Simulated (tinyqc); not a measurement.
Absorption coefficient and reflectance from two thicknesses.

Question. With transparent contact layers the responsivity is (1 - Rf)(1 - exp(-al wi)) q lam/(h c). The second absorber is twice as thick as the first. Find al and Rf.

Values chosen for this exercise:
- lam = 1310 nm (wavelength)

Constants: q = 1.602176634e-19 C, h = 6.62607015e-34 J s, c = 299792458 m/s. Results are converted to the units shown.

responsivity for wi = 1.2 and 2.4 um (A/W): 0.55883219  0.80653984

Answer. The ratio of the responsivities is 1 + exp(-al w1), which gives al; either value then gives 1 - Rf.

al = 6.78e3 1/cm
Rf = 0.0500

Computed by the program tinyqc: `OMP_NUM_THREADS=1 python tinyqc.py 2250131 2250132 out.jsonl`, one thread of a shared Intel Xeon 2.30GHz, about 0.01 s for the whole run.
